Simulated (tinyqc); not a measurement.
Inside a calculation. Method: one-electron ion in a basis of Gaussians. Computed by tinyqc, a small Python program that keeps every step. Settings: Z = 4, l = 0. Command: `OMP_NUM_THREADS=1 python tinyqc.py 24452 24453 out.jsonl` (the two numbers bound the seeds that draw the settings). One thread of a shared host (Intel(R) Xeon(R) Processor @ 2.60GHz), about 0.01 s of CPU time with the checks.

## Matrices over normalised Gaussians

exponents of r^l exp(-a r^2) (1/bohr^2): [2.03000, 4.87100, 11.69000, 28.05000, 67.31000]

Z = 4

l = 0

With p = a_i + a_j and I(k) = Gamma((k+1)/2) / (2 p^((k+1)/2)): S = I(2l+2), T = (2l+3) a_i a_j S / p, V = -Z I(2l+1), each divided by sqrt(S_ii S_jj).

S:
```
[[1.00000, 0.86999, 0.59841, 0.35539, 0.19577],
 [0.86999, 1.00000, 0.86994, 0.59841, 0.35537],
 [0.59841, 0.86994, 1.00000, 0.86999, 0.59845],
 [0.35539, 0.59841, 0.86999, 1.00000, 0.86997],
 [0.19577, 0.35537, 0.59845, 0.86997, 1.00000]]
```

T (hartree):
```
[[3.04500, 3.73969, 3.10509, 2.01824, 1.15735],
 [3.73969, 7.30650, 8.97340, 7.45071, 4.84262],
 [3.10509, 8.97340, 17.53500, 21.53548, 17.88188],
 [2.01824, 7.45071, 21.53548, 42.07500, 51.67404],
 [1.15735, 4.84262, 17.88188, 51.67404, 100.96500]]
```

V (hartree):
```
[[-9.09448, -10.31534, -10.00435, -8.79739, -7.35797],
 [-10.31534, -14.08767, -15.97894, -15.49709, -13.62732],
 [-10.00435, -15.97894, -21.82415, -24.75385, -24.00786],
 [-8.79739, -15.49709, -24.75385, -33.80621, -38.34451],
 [-7.35797, -13.62732, -24.00786, -38.34451, -52.36846]]
```

## Generalised eigenproblem

H = T + V (hartree):
```
[[-6.04948, -6.57565, -6.89926, -6.77915, -6.20062],
 [-6.57565, -6.78117, -7.00554, -8.04638, -8.78470],
 [-6.89926, -7.00554, -4.28915, -3.21837, -6.12598],
 [-6.77915, -8.04638, -3.21837, 8.26879, 13.32954],
 [-6.20062, -8.78470, -6.12598, 13.32954, 48.59654]]
```

Solve H C = S C e through S^(-1/2); each column has its largest component positive (the first on a tie).

eigenvalues of S: [0.00710, 0.05033, 0.26926, 1.15549, 3.51782]

eigenvalues (hartree): [-7.96274, 0.74791, 17.77457, 66.11064, 195.44287]

coefficients:
```
[[0.47411, -2.12105, -1.85806, 1.09226, -0.61861],
 [0.28376, 2.19523, 4.48862, -3.57569, 2.17363],
 [0.27904, -0.44533, -3.54909, 5.46166, -4.26974],
 [0.02665, 0.25444, 0.77159, -3.66546, 5.33591],
 [0.06596, 0.00527, -0.26118, 0.39545, -3.08583]]
```

For Z = 4 and l = 0 the exact lowest level is -Z^2/(2 n^2) with n = l + 1: -8.000000 hartree.
